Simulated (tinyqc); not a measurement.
Gate voltage from the surface potential.

Inverse problem. At the source end, Vgs + Vsb - Vfb - psi = gamma sqrt(G), G = psi - Vt + Vt exp((psi - 2 phiF - Vsb)/Vt), and the voltage over the insulator is gamma sqrt(G). Find that voltage and Vgs.

Inputs (values chosen for the exercise):
```
symbol  value  unit                   meaning
T         350     K               temperature
Vfb     -0.88     V         flat-band voltage
Vsb         0     V  source-body reverse bias
```

Constants: q = 1.602176634e-19 C, kB = 1.380649e-23 J/K, Vt = kB T/q. Results are converted to the units shown.

psi = 1.4111736 V
phiF = 0.55443679 V
gamma = 0.046316787 V^0.5

Answer. In this direction the relation is explicit: no iteration is needed.

voltage over the insulator = 1.21 V
Vgs = 1.74 V

tinyqc, about 0.04 s, one thread, Intel Xeon 2.30GHz (shared host): `OMP_NUM_THREADS=1 python tinyqc.py 2360078 2360079 out.jsonl`
